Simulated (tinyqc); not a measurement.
Stoner model of a band magnet at zero temperature: one step, computed by the program tinyqc. Command: `OMP_NUM_THREADS=1 python tinyqc.py 3006292 3006293 out.jsonl stoner walk`. One thread of a shared host (Intel(R) Xeon(R) Processor @ 2.30GHz), about 0.01 s of CPU time with the checks.

Five orbitals per spin share one band; u = (E - E_bottom)/W runs from 0 to 1, and the states per spin, atom and energy are g = 5 d(u)/W with d = (8/pi) sqrt(u (1 - u)). N(u) is the integral of d from 0. The moment m = n_up - n_down (electrons per atom) moves the fillings to n +/- m/10; the energy is E(m) = E_band(m) - I m^2/4.

Task: The paramagnetic state. Solve N(u_F) = n; g_F = 5 d(u_F)/W; the Stoner product is I g_F.

Inputs (values chosen for the exercise, for a model d band): band width W = 6.7 eV; filling n per spin orbital = 0.7; Stoner parameter I = 0.873 eV.

Density of states: semi-elliptic.

Give: u_F; g_F; Stoner product I g_F.

Result:

u_F = 0.65985

g_F = 0.90031 1/eV

Stoner product I g_F = 0.78597

I g_F < 1: the paramagnet is locally stable.
